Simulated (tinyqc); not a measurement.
Length of a polyene: Hueckel, PPP and singles CI along the polyenes. Computed by the program tinyqc. Command: `OMP_NUM_THREADS=1 python tinyqc.py 111560 111561 out.jsonl`; one thread of a shared host (Intel(R) Xeon(R) Processor @ 2.60GHz), about 0.1 s.

All-trans chains of carbon centres 1.40 angstrom apart:
```
parameter                               value
beta (eV), times 1 +/- alternation  -2.360000
alternation                                 0
W (eV)                              11.160000
gamma_rr (eV)                       10.590000
repulsion formula                          MN
```

Hueckel uses the same beta without repulsion; CIS keeps all single excitations and so misses the low, doubly excited 2Ag state. W is the valence ionisation energy of a centre, MN the Mataga-Nishimoto formula, f the oscillator strength.

Gaps and excitations (eV):
```
centres  Hueckel gap  PPP orbital gap  bright singlet (CIS)      f  lowest triplet (CIS)
2              4.720            9.938                 7.406  0.635                 2.034
4              2.917            7.505                 5.181  1.093                 1.104
6              2.101            6.263                 4.102  1.577                 0.684
8              1.639            5.500                 3.454  2.048                 0.451
10             1.343            4.982                 3.015  2.498                 0.305
12             1.138            4.606                 2.697  2.924                 0.207
```

The Hueckel gap tends to 4 x alternation x |beta| = 0.00 eV for long chains (zero without alternation, falling as 1/N). Exchange opens the PPP orbital gap, and the attraction of electron and hole brings the bright state 1.91 eV below it at 12 centres; the triplet lies 2.49 eV lower still.
